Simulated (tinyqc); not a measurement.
Six-transistor SRAM cell, nodal equations and margins: two steps of the calculation.

Two cross-coupled inverters (pull-down bn, pull-up bp) hold the nodes Q and QB; access transistors (ba, threshold VTn, gate on the word line at Vdd when selected) join them to the bit lines. Transistor (EKV form, voltages against the body): I = 2 n b Vt^2 [F(vp - Vs) - F(vp - Vd)] from drain to source, F(v) = ln^2(1 + exp(v/(2 Vt))), vp = (Vg - VT + sg |Vd - Vs|)/n. n-channel bodies are at 0; for the p-channel device all voltages are counted down from Vdd. b in uA/V^2 gives I in uA. For an access transistor the bit line is the drain and the node the source. In a read both bit lines are at Vdd. The cell is symmetric (no mismatch).

Values chosen for this exercise:
```
symbol  value    unit                                  meaning
T         250       K                              temperature
Vdd      0.75       V                           supply voltage
n        1.44                                     slope factor
sg      0.069                   drain-induced barrier lowering
VTn      0.41       V                      n-channel threshold
VTp      0.38       V          p-channel threshold (magnitude)
bn        190  uA/V^2  gain factor of the pull-down transistor
ba        130  uA/V^2     gain factor of the access transistor
bp        100  uA/V^2    gain factor of the pull-up transistor
```

Constants: q = 1.602176634e-19 C, kB = 1.380649e-23 J/K, Vt = kB T/q. Results are converted to the units shown.

Task 1. Node voltages in a read by Newton steps. F1 = In(gate QB, drain Q) - Ip(gate QB, drain Q) - Ia(bit line, Q), F2 the same with Q and QB exchanged; J by central differences with +/- 1e-6 V; solve J d = -F, limit each component to +/- 0.15 V and add.

(Q, QB) at the start (V): Q 0.00000000, QB 0.75000000

Wanted: F1, F2; J; (Q, QB) after iteration 1.

Result 1.

F1, F2 (uA): -6.9314  0.0000

J (uS):
```
         Q     QB
F1  117.67   0.00
F2    0.00  36.92
```

(Q, QB) after iteration 1 (V): Q 0.05891, QB 0.75000

Task 2. Read current and disturbance. Iread = Ia(bit line at Vdd, source Q); cell ratio bn/ba; time to pull a bit line of 20 fF down by 0.1 V at that current.

(Q, QB) (V): Q 0.067939362, QB 0.74999928

Wanted: Iread; cell ratio; time.

Result 2.

Iread = 3.791 uA
cell ratio = 1.462
time = 527.5 ps

tinyqc, about 0.1 s, one thread, Intel Xeon 2.30GHz (shared host): `OMP_NUM_THREADS=1 python tinyqc.py 2340090 2340091 out.jsonl`
